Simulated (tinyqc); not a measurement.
Lattice vibrations of a chain, step by step. One step of it, computed by the program tinyqc.

Problem. Frequencies. omega^2 are the eigenvalues; wavenumber = 521.4708 sqrt(eigenvalue) 1/cm.

D(q) (eV/(angstrom^2 u)):
```
,1,2,3,4
1,1.111111,-0.286623,0.000000,-0.468221+0.387346i
2,-0.286623,0.308271,-0.140543,0.000000
3,0.000000,-0.140543,0.607463,-0.510390
4,-0.468221-0.387346i,0.000000,-0.510390,1.135458
```

Give: eigenvalues; wavenumbers; weights |e|^2 of the mass-weighted modes.

Solution.

eigenvalues: 0.0087  0.3977  0.8802  1.8757

wavenumbers (1/cm): 48.7  328.8  489.2  714.2

weights |e|^2 of the mass-weighted modes:
```
,mode 1,mode 2,mode 3,mode 4
atom 1,0.1608,0.0185,0.4390,0.3817
atom 2,0.3720,0.5512,0.0585,0.0183
atom 3,0.2669,0.2691,0.3739,0.0901
atom 4,0.2003,0.1612,0.1287,0.5099
```
